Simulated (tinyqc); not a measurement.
Worked calculation: CIS on RHF in the sto-3g basis, for H6, spin multiplicity 1. Computed by tinyqc, a small Python program that keeps every step (integrals from PySCF). Settings: charge = 0, multiplicity = 1, basis = sto-3g, method = RHF, energy threshold = 1e-10, iteration cap = 53, orthogonalisation = symmetric, start = Wolfsberg-Helmholz matrix, DIIS depth = 6. Command: `OMP_NUM_THREADS=1 python tinyqc.py 22918 22919 out.jsonl` (the two numbers bound the seeds that draw the settings). One thread of a shared host (Intel(R) Xeon(R) Processor @ 2.60GHz), about 0.05 s of CPU time with the checks. The early iterations of the SCF are left out here.

## One-electron integrals

Geometry (angstrom):
```
atom         x         y         z
H     0.000000  0.000000  0.000000
H     0.000000  0.000000  0.767000
H     0.000000  0.000000  1.994000
H     0.000000  0.000000  2.762000
H     0.000000  0.000000  3.989000
H     0.000000  0.000000  4.756000
```

Basis sto-3g: exponents (1/bohr^2) and contraction coefficients of normalised primitives:
```
element  l (shell)  exponent  coefficient
H            s (1)  3.425251     0.154329
H            s (1)  0.623914     0.535328
H            s (1)  0.168855     0.444635
```

Overlap, kinetic and nuclear-attraction integrals over the contracted functions; the nuclear repulsion is the sum of Za Zb / Rab.

nuclear repulsion = 4.91672893 hartree

overlap S:
```
          1H 1s     2H 1s     3H 1s     4H 1s     5H 1s     6H 1s
1H 1s  1.000000  0.642239  0.120395  0.029796  0.001821  0.000224
2H 1s  0.642239  1.000000  0.373625  0.120198  0.011301  0.001821
3H 1s  0.120395  0.373625  1.000000  0.641587  0.120198  0.029796
4H 1s  0.029796  0.120198  0.641587  1.000000  0.373625  0.120395
5H 1s  0.001821  0.011301  0.120198  0.373625  1.000000  0.642239
6H 1s  0.000224  0.001821  0.029796  0.120395  0.642239  1.000000
```

kinetic energy T (hartree):
```
           1H 1s      2H 1s      3H 1s      4H 1s      5H 1s      6H 1s
1H 1s   0.760032   0.221173  -0.010037  -0.008693  -0.001216  -0.000213
2H 1s   0.221173   0.760032   0.047108  -0.010049  -0.004865  -0.001216
3H 1s  -0.010037   0.047108   0.760032   0.220601  -0.010049  -0.008693
4H 1s  -0.008693  -0.010049   0.220601   0.760032   0.047108  -0.010037
5H 1s  -0.001216  -0.004865  -0.010049   0.047108   0.760032   0.221173
6H 1s  -0.000213  -0.001216  -0.008693  -0.010037   0.221173   0.760032
```

nuclear attraction V (hartree):
```
           1H 1s      2H 1s      3H 1s      4H 1s      5H 1s      6H 1s
1H 1s  -2.564574  -1.677759  -0.294784  -0.072170  -0.004277  -0.000524
2H 1s  -1.677759  -2.851703  -0.969349  -0.306799  -0.027196  -0.004277
3H 1s  -0.294784  -0.969349  -3.011053  -1.859270  -0.306799  -0.072170
4H 1s  -0.072170  -0.306799  -1.859270  -3.011053  -0.969349  -0.294784
5H 1s  -0.004277  -0.027196  -0.306799  -0.969349  -2.851703  -1.677759
6H 1s  -0.000524  -0.004277  -0.072170  -0.294784  -1.677759  -2.564574
```

core Hamiltonian H = T + V (hartree):
```
           1H 1s      2H 1s      3H 1s      4H 1s      5H 1s      6H 1s
1H 1s  -1.804542  -1.456586  -0.304821  -0.080863  -0.005493  -0.000737
2H 1s  -1.456586  -2.091671  -0.922241  -0.316848  -0.032061  -0.005493
3H 1s  -0.304821  -0.922241  -2.251021  -1.638669  -0.316848  -0.080863
4H 1s  -0.080863  -0.316848  -1.638669  -2.251021  -0.922241  -0.304821
5H 1s  -0.005493  -0.032061  -0.316848  -0.922241  -2.091671  -1.456586
6H 1s  -0.000737  -0.005493  -0.080863  -0.304821  -1.456586  -1.804542
```

## Two-electron integrals

Functions are numbered as in S; the eight-fold symmetry (ij|kl) = (ji|kl) = (kl|ij) leaves the list below.

Two-electron integrals (ij|kl) in chemists' order, unique and non-zero (hartree):
```
(11|11) 0.774606   (21|11) 0.429308   (21|21) 0.280034   (22|11) 0.559884
(22|21) 0.429308   (22|22) 0.774606   (31|11) 0.056489   (31|21) 0.040726
(31|22) 0.070548   (31|31) 0.007481   (32|11) 0.140904   (32|21) 0.112439
(32|22) 0.217116   (32|31) 0.024067   (32|32) 0.084471   (33|11) 0.264468
(33|21) 0.209502   (33|22) 0.410520   (33|31) 0.056489   (33|32) 0.217116
(33|33) 0.774606   (41|11) 0.011407   (41|21) 0.008524   (41|22) 0.015305
(41|31) 0.001718   (41|32) 0.005784   (41|33) 0.015308   (41|41) 0.000417
(42|11) 0.037250   (42|21) 0.029408   (42|22) 0.056382   (42|31) 0.006700
(42|32) 0.024023   (42|33) 0.070428   (42|41) 0.001715   (42|42) 0.007456
(43|11) 0.143356   (43|21) 0.110256   (43|22) 0.209234   (43|31) 0.029425
(43|32) 0.112292   (43|33) 0.428747   (43|41) 0.008516   (43|42) 0.040612
(43|43) 0.279397   (44|11) 0.191562   (44|21) 0.143470   (44|22) 0.264339
(44|31) 0.037300   (44|32) 0.140819   (44|33) 0.559511   (44|41) 0.011407
(44|42) 0.056382   (44|43) 0.428747   (44|44) 0.774606   (51|11) 0.000495
(51|21) 0.000381   (51|22) 0.000715   (51|31) 0.000089   (51|32) 0.000321
(51|33) 0.000987   (51|41) 0.000024   (51|42) 0.000104   (51|43) 0.000594
(51|44) 0.000860   (51|51) 1.50e-06   (52|11) 0.002613   (52|21) 0.002014
(52|22) 0.003803   (52|31) 0.000493   (52|32) 0.001806   (52|33) 0.005946
(52|41) 0.000135   (52|42) 0.000617   (52|43) 0.003821   (52|44) 0.005946
(52|51) 0.000009   (52|52) 0.000058   (53|11) 0.021685   (53|21) 0.016137
(53|22) 0.029520   (53|31) 0.004078   (53|32) 0.015139   (53|33) 0.056382
(53|41) 0.001197   (53|42) 0.005737   (53|43) 0.040612   (53|44) 0.070428
(53|51) 0.000089   (53|52) 0.000617   (53|53) 0.007456   (54|11) 0.058954
(54|21) 0.042932   (54|22) 0.076586   (54|31) 0.010436   (54|32) 0.038020
(54|33) 0.140819   (54|41) 0.003116   (54|42) 0.015139   (54|43) 0.112292
(54|44) 0.217116   (54|51) 0.000245   (54|52) 0.001806   (54|53) 0.024023
(54|54) 0.084471   (55|11) 0.132659   (55|21) 0.094471   (55|22) 0.164235
(55|31) 0.021717   (55|32) 0.076586   (55|33) 0.264339   (55|41) 0.006257
(55|42) 0.029520   (55|43) 0.209234   (55|44) 0.410520   (55|51) 0.000495
(55|52) 0.003803   (55|53) 0.056382   (55|54) 0.217116   (55|55) 0.774606
(61|11) 0.000050   (61|21) 0.000038   (61|22) 0.000072   (61|31) 0.000009
(61|32) 0.000035   (61|33) 0.000118   (61|41) 2.64e-06   (61|42) 0.000012
(61|43) 0.000076   (61|44) 0.000118   (61|51) 1.80e-07   (61|52) 1.15e-06
(61|53) 0.000012   (61|54) 0.000035   (61|55) 0.000072   (61|61) 2.28e-08
(62|11) 0.000356   (62|21) 0.000268   (62|22) 0.000495   (62|31) 0.000067
(62|32) 0.000245   (62|33) 0.000860   (62|41) 0.000019   (62|42) 0.000089
(62|43) 0.000594   (62|44) 0.000987   (62|51) 1.36e-06   (62|52) 0.000009
(62|53) 0.000104   (62|54) 0.000321   (62|55) 0.000715   (62|61) 1.80e-07
(62|62) 1.50e-06   (63|11) 0.004770   (63|21) 0.003489   (63|22) 0.006257
(63|31) 0.000854   (63|32) 0.003116   (63|33) 0.011407   (63|41) 0.000250
(63|42) 0.001197   (63|43) 0.008516   (63|44) 0.015308   (63|51) 0.000019
(63|52) 0.000135   (63|53) 0.001715   (63|54) 0.005784   (63|55) 0.015305
(63|61) 2.64e-06   (63|62) 0.000024   (63|63) 0.000417   (64|11) 0.017161
(64|21) 0.012345   (64|22) 0.021717   (64|31) 0.002913   (64|32) 0.010436
(64|33) 0.037300   (64|41) 0.000854   (64|42) 0.004078   (64|43) 0.029425
(64|44) 0.056489   (64|51) 0.000067   (64|52) 0.000493   (64|53) 0.006700
(64|54) 0.024067   (64|55) 0.070548   (64|61) 0.000009   (64|62) 0.000089
(64|63) 0.001718   (64|64) 0.007481   (65|11) 0.077844   (65|21) 0.054918
(65|22) 0.094471   (65|31) 0.012345   (65|32) 0.042932   (65|33) 0.143470
(65|41) 0.003489   (65|42) 0.016137   (65|43) 0.110256   (65|44) 0.209502
(65|51) 0.000268   (65|52) 0.002014   (65|53) 0.029408   (65|54) 0.112439
(65|55) 0.429308   (65|61) 0.000038   (65|62) 0.000381   (65|63) 0.008524
(65|64) 0.040726   (65|65) 0.280034   (66|11) 0.111265   (66|21) 0.077844
(66|22) 0.132659   (66|31) 0.017161   (66|32) 0.058954   (66|33) 0.191562
(66|41) 0.004770   (66|42) 0.021685   (66|43) 0.143356   (66|44) 0.264468
(66|51) 0.000356   (66|52) 0.002613   (66|53) 0.037250   (66|54) 0.140904
(66|55) 0.559884   (66|61) 0.000050   (66|62) 0.000495   (66|63) 0.011407
(66|64) 0.056489   (66|65) 0.429308   (66|66) 0.774606
```

## Orthogonalisation

S = U s U^T; symmetric (Loewdin) form X = U s^(-1/2) U^T, so that X^T S X = 1.

eigenvalues of S: 0.217660  0.312182  0.449596  1.222087  1.679632  2.118843

X:
```
           1H 1s      2H 1s      3H 1s      4H 1s      5H 1s      6H 1s
1H 1s   1.236191  -0.474702   0.068707  -0.019044   0.002350  -0.000700
2H 1s  -0.474702   1.323670  -0.289909   0.071858  -0.007376   0.002350
3H 1s   0.068707  -0.289909   1.334019  -0.504465   0.071858  -0.019044
4H 1s  -0.019044   0.071858  -0.504465   1.334019  -0.289909   0.068707
5H 1s   0.002350  -0.007376   0.071858  -0.289909   1.323670  -0.474702
6H 1s  -0.000700   0.002350  -0.019044   0.068707  -0.474702   1.236191
```

## Iteration 6 (converged): orbitals

converged F (hartree):
```
           1H 1s      2H 1s      3H 1s      4H 1s      5H 1s      6H 1s
1H 1s  -0.353753  -0.587904  -0.147193  -0.030326  -0.001137  -0.003000
2H 1s  -0.587904  -0.402258  -0.308696  -0.147109  -0.017540  -0.001137
3H 1s  -0.147193  -0.308696  -0.407954  -0.596812  -0.147109  -0.030326
4H 1s  -0.030326  -0.147109  -0.596812  -0.407954  -0.308696  -0.147193
5H 1s  -0.001137  -0.017540  -0.147109  -0.308696  -0.402258  -0.587904
6H 1s  -0.003000  -0.001137  -0.030326  -0.147193  -0.587904  -0.353753
```

Diagonalise F' = X^T F X, C = X C', fill 3 alpha and 3 beta electrons from the bottom; D = 2 C_occ C_occ^T. Each column has its largest component positive (the first on a tie).

F' = X^T F X (hartree):
```
           1          2          3          4          5          6
1   0.052155  -0.638956   0.080231  -0.013086   0.004924  -0.005745
2  -0.638956   0.113288  -0.321151   0.084681  -0.010453   0.004924
3   0.080231  -0.321151   0.125265  -0.674517   0.084681  -0.013086
4  -0.013086   0.084681  -0.674517   0.125265  -0.321151   0.080231
5   0.004924  -0.010453   0.084681  -0.321151   0.113288  -0.638956
6  -0.005745   0.004924  -0.013086   0.080231  -0.638956   0.052155
```

orbital energies (hartree): MO1 -0.687057, MO2 -0.588669, MO3 -0.458973, MO4 0.427855, MO5 0.746023, MO6 1.142236

coefficients C:
```
            MO1        MO2        MO3        MO4        MO5        MO6
1H 1s  0.195889   0.368948  -0.378508  -0.652351  -0.833288   0.566484
2H 1s  0.257919   0.396733  -0.290532   0.466113   0.922342  -0.830909
3H 1s  0.362419   0.070930   0.428443   0.685251  -0.232755   1.133446
4H 1s  0.362419  -0.070930   0.428443  -0.685251  -0.232755  -1.133446
5H 1s  0.257919  -0.396733  -0.290532  -0.466113   0.922342   0.830909
6H 1s  0.195889  -0.368948  -0.378508   0.652351  -0.833288  -0.566484
```

D after iteration 6:
```
           1H 1s      2H 1s      3H 1s      4H 1s      5H 1s      6H 1s
1H 1s   0.635527   0.613733  -0.130012  -0.234690   0.028237   0.091037
2H 1s   0.613733   0.616657  -0.005722  -0.118283  -0.012932   0.028237
3H 1s  -0.130012  -0.005722   0.639884   0.619760  -0.118283  -0.234690
4H 1s  -0.234690  -0.118283   0.619760   0.639884  -0.005722  -0.130012
5H 1s   0.028237  -0.012932  -0.118283  -0.005722   0.616657   0.613733
6H 1s   0.091037   0.028237  -0.234690  -0.130012   0.613733   0.635527
```

## Convergence

Stop when the energy changes by less than 1e-10 hartree and every element of the error matrix X^T (F D S - S D F) X is below 3e-06.

Course of the cycle:
```
iteration  E (hartree)     change  largest element of the error matrix
1          -3.28166901          -                             7.59e-02
2          -3.29523386  -1.36e-02                             1.48e-02
3          -3.29575939  -5.26e-04                             2.08e-03
4          -3.29576892  -9.54e-06                             2.08e-05
5          -3.29576892  -7.10e-10                             8.22e-07
6          -3.29576892  -1.33e-12                             1.90e-07
```

PySCF RHF in the same basis = -3.29576892 hartree

Converged in 6 iterations.

## Integrals over molecular orbitals

(pq|rs) = sum C_ip C_jq C_kr C_ls (ij|kl), one index at a time.

one-electron integrals over orbitals h = C^T H C (hartree):
```
           1          2          3          4          5          6
1  -2.311199   0.000000  -0.141909   0.000000  -0.076202   0.000000
2   0.000000  -2.086790   0.000000  -0.162664   0.000000   0.064480
3  -0.141909   0.000000  -2.079810   0.000000   0.148660   0.000000
4   0.000000  -0.162664   0.000000  -1.613362   0.000000  -0.155060
5  -0.076202   0.000000   0.148660   0.000000  -1.282195   0.000000
6   0.000000   0.064480   0.000000  -0.155060   0.000000  -1.137505
```

Two-electron integrals over orbitals (pq|rs), unique and non-zero (hartree):
```
(11|11) 0.421944    (21|21) 0.130281    (22|11) 0.334947    (22|22) 0.398982
(31|11) 0.082738    (31|22) -0.058003   (31|31) 0.132302    (32|21) -0.127999
(32|32) 0.146067    (33|11) 0.397445    (33|22) 0.352797    (33|31) 0.047178
(33|33) 0.398723    (41|21) 0.034981    (41|32) 0.002607    (41|41) 0.079734
(42|11) 0.054791    (42|22) -0.003532   (42|31) 0.048825    (42|33) 0.016174
(42|42) 0.068825    (43|21) 0.059862    (43|32) -0.059248   (43|41) 0.015170
(43|43) 0.072871    (44|11) 0.394265    (44|22) 0.351797    (44|31) 0.041755
(44|33) 0.385263    (44|42) 0.025098    (44|44) 0.399939    (51|11) 0.008589
(51|22) 0.026260    (51|31) -0.022156   (51|33) -0.008964   (51|42) 0.038808
(51|44) 0.001488    (51|51) 0.047376    (52|21) 0.020791    (52|32) 0.004461
(52|41) 0.055114    (52|43) -0.037410   (52|52) 0.086948    (53|11) -0.064225
(53|22) -0.003062   (53|31) -0.053811   (53|33) -0.031782   (53|42) -0.065257
(53|44) -0.026489   (53|51) -0.033212   (53|53) 0.070414    (54|21) 0.128326
(54|32) -0.139442   (54|41) 0.006958    (54|43) 0.060826    (54|52) -0.001598
(54|54) 0.150541    (55|11) 0.350120    (55|22) 0.401844    (55|31) -0.046437
(55|33) 0.364514    (55|42) 0.002138    (55|44) 0.373731    (55|51) 0.026728
(55|53) -0.006598   (55|55) 0.426999    (61|21) 0.001879    (61|32) 0.012954
(61|41) 0.028683    (61|43) 0.049728    (61|52) -0.030115   (61|54) -0.009787
(61|61) 0.065187    (62|11) -0.015327   (62|22) -0.032193   (62|31) 0.019460
(62|33) -0.003370   (62|42) -0.035316   (62|44) -0.001544   (62|51) -0.043099
(62|53) 0.037149    (62|55) -0.031404   (62|62) 0.045243    (63|21) 0.039668
(63|32) -0.006985   (63|41) 0.076459    (63|43) 0.018484    (63|52) 0.054845
(63|54) 0.006837    (63|61) 0.028927    (63|63) 0.082543    (64|11) 0.084401
(64|22) -0.049534   (64|31) 0.125572    (64|33) 0.048589    (64|42) 0.050658
(64|44) 0.047162    (64|51) -0.018700   (64|53) -0.054088   (64|55) -0.049493
(64|62) 0.018309    (64|64) 0.134929    (65|21) -0.132042   (65|32) 0.131148
(65|41) -0.036372   (65|43) -0.063131   (65|52) -0.021900   (65|54) -0.137768
(65|61) -0.003246   (65|63) -0.044365   (65|65) 0.147971    (66|11) 0.451561
(66|22) 0.357058    (66|31) 0.091312    (66|33) 0.427738    (66|42) 0.061847
(66|44) 0.432392    (66|51) 0.010008    (66|53) -0.073694   (66|55) 0.384084
(66|62) -0.018125   (66|64) 0.100031    (66|66) 0.511065
```

## CIS matrix, singlets

A(ia,jb) = (e_a - e_i) d_ij d_ab + 2 (ia|jb) - (ij|ab).

CIS matrix A, singlet (hartree):
```
           1>4        1>5        1>6        2>4        2>5        2>6        3>4        3>5
1>4   0.880116   0.000000  -0.027034   0.000000  -0.018097   0.000000  -0.011416   0.000000
1>5   0.000000   1.177711   0.000000  -0.050709   0.000000   0.045844   0.000000  -0.019987
1>6  -0.027034   0.000000   1.508107   0.000000   0.071812   0.000000  -0.026116   0.000000
2>4   0.000000  -0.050709   0.000000   0.802378   0.000000  -0.021097   0.000000   0.008929
2>5  -0.018097   0.000000   0.071812   0.000000   1.106744   0.000000   0.064622   0.000000
2>6   0.000000   0.045844   0.000000  -0.021097   0.000000   1.464333   0.000000  -0.056850
3>4  -0.011416   0.000000  -0.026116   0.000000   0.064622   0.000000   0.647309   0.000000
3>5   0.000000  -0.019987   0.000000   0.008929   0.000000  -0.056850   0.000000   0.981310
3>6   0.027346   0.000000  -0.033457   0.000000  -0.021459   0.000000  -0.011621   0.000000

           3>6
1>4   0.027346
1>5   0.000000
1>6  -0.033457
2>4   0.000000
2>5  -0.021459
2>6   0.000000
3>4  -0.011621
3>5   0.000000
3>6   1.338557
```

## CIS singlet states

dipole integrals <i|r|a> (bohr):
```
            x         y          z
1>4  0.000000  0.000000   0.050412
1>5  0.000000  0.000000   0.000000
1>6  0.000000  0.000000  -0.297670
2>4  0.000000  0.000000   0.000000
2>5  0.000000  0.000000   0.686343
2>6  0.000000  0.000000   0.000000
3>4  0.000000  0.000000  -1.656283
3>5  0.000000  0.000000   0.000000
3>6  0.000000  0.000000   0.042302
```

Diagonalise A (1 hartree = 27.211386 eV); each vector has its largest component positive (the first on a tie). The transition dipole is mu = sqrt2 sum c_ia <i|r|a>.

singlet excitation energies (eV): 17.317453  21.637823  23.859878  26.495471  30.038708  32.027704  36.300804  40.269336  41.624191

lowest vectors:
```
       state 1    state 2    state 3   state 4    state 5    state 6
1>4   0.039223   0.000000   0.995011  0.000000  -0.056871   0.000000
1>5   0.000000   0.127536   0.000000  0.076625   0.000000   0.975221
1>6   0.042863   0.000000   0.030294  0.000000  -0.160320   0.000000
2>4   0.000000   0.991242   0.000000  0.015628   0.000000  -0.123424
2>5  -0.140251   0.000000   0.072200  0.000000   0.971272   0.000000
2>6   0.000000   0.020161   0.000000  0.108342   0.000000  -0.175396
3>4   0.988330   0.000000  -0.029867  0.000000   0.146024   0.000000
3>5   0.000000  -0.027696   0.000000  0.991033   0.000000  -0.054281
3>6   0.012586   0.000000  -0.054132  0.000000   0.079823   0.000000
```

oscillator strengths 2/3 w |mu|^2: 2.579277  0.000000  0.022225  0.000000  0.329301  0.000000

## CIS matrix, triplets

A(ia,jb) = (e_a - e_i) d_ij d_ab - (ij|ab).

CIS matrix A, triplet (hartree):
```
           1>4        1>5        1>6        2>4        2>5        2>6        3>4        3>5
1>4   0.720648   0.000000  -0.084401   0.000000  -0.128326   0.000000  -0.041755   0.000000
1>5   0.000000   1.082960   0.000000  -0.128326   0.000000   0.132042   0.000000   0.046437
1>6  -0.084401   0.000000   1.377732   0.000000   0.132042   0.000000  -0.125572   0.000000
2>4   0.000000  -0.128326   0.000000   0.664727   0.000000   0.049534   0.000000   0.139442
2>5  -0.128326   0.000000   0.132042   0.000000   0.932848   0.000000   0.139442   0.000000
2>6   0.000000   0.132042   0.000000   0.049534   0.000000   1.373847   0.000000  -0.131148
3>4  -0.041755   0.000000  -0.125572   0.000000   0.139442   0.000000   0.501566   0.000000
3>5   0.000000   0.046437   0.000000   0.139442   0.000000  -0.131148   0.000000   0.840483
3>6  -0.125572   0.000000  -0.091312   0.000000  -0.131148   0.000000  -0.048589   0.000000

           3>6
1>4  -0.125572
1>5   0.000000
1>6  -0.091312
2>4   0.000000
2>5  -0.131148
2>6   0.000000
3>4  -0.048589
3>5   0.000000
3>6   1.173471
```

## CIS triplet states

Diagonalise A (1 hartree = 27.211386 eV); each vector has its largest component positive (the first on a tie).

triplet excitation energies (eV): 11.736753  14.444817  16.500395  24.518648  26.879624  29.542022  32.779868  39.306486  40.167347

lowest vectors:
```
       state 1    state 2   state 3   state 4    state 5    state 6
1>4   0.087893   0.000000  0.852996  0.000000  -0.454886   0.000000
1>5   0.000000   0.270036  0.000000  0.026052   0.000000   0.905982
1>6   0.175446   0.000000  0.058622  0.000000  -0.216775   0.000000
2>4   0.000000   0.818763  0.000000  0.516547   0.000000  -0.249127
2>5  -0.272187   0.000000  0.424255  0.000000   0.781633   0.000000
2>6   0.000000  -0.164935  0.000000  0.171211   0.000000  -0.288445
3>4   0.940698   0.000000  0.016311  0.000000   0.297638   0.000000
3>5   0.000000  -0.479066  0.000000  0.838562   0.000000   0.184206
3>6   0.049946   0.000000  0.297832  0.000000   0.215749   0.000000
```
